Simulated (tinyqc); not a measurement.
Gate voltage for a given inversion charge.

Problem. p-type body, charge-sheet picture, depletion and inversion only, full ionisation (an idealisation for deep acceptors), Boltzmann statistics (rough once Na exp(x - xn) passes about Nc/7). In units of Vt: xg = (Vg - Vfb)/Vt, x = psi/Vt, G = gamma/sqrt(Vt), xn = (2 phiF + Vc)/Vt. The implicit equation is (xg - x)^2 = G^2 [x - 1 + exp(x - xn)] for x above about 3. Cox = eps0 eox/tox. ni = sqrt(Nc Nv) exp(-Eg/(2 Vt)), Eg in volts; phiF = Vt ln(Na/ni); gamma = sqrt(2 q eps0 eps_r Na)/Cox. N_inv = (Cox Vt G/q) [sqrt(x - 1 + exp(x - xn)) - sqrt(x - 1)]. Find x - xn, psi and Vg.

Values chosen for this exercise; band and dielectric values close to those of silicon: temperature T = 300 K; band gap Eg = 1.12 eV; relative permittivity eps_r = 11.5; conduction-band density of states at T Nc = 2.76e19 cm^-3; valence-band density of states at T Nv = 2.64e19 cm^-3; relative permittivity of the gate insulator (close to silicon dioxide) eox = 3.9; insulator thickness tox = 6.3 nm; acceptor density Na = 5.4e16 cm^-3; flat-band voltage Vfb = -0.98 V; channel-body voltage Vc = 0 V.

Constants: q = 1.602176634e-19 C, kB = 1.380649e-23 J/K, Vt = kB T/q, eps0 = 8.8541878128e-14 F/cm where lengths are in cm. Results are converted to the units shown.

N_inv = 1e11 cm^-2

Solution. N_inv rises steadily with x, so it fixes x; the implicit equation then gives xg directly.

x - xn = 2.205
psi = 0.8557 V
Vg = 0.1255 V

tinyqc, about 0.01 s, one thread, Intel Xeon 2.30GHz (shared host): `OMP_NUM_THREADS=1 python tinyqc.py 2122108 2122109 out.jsonl`
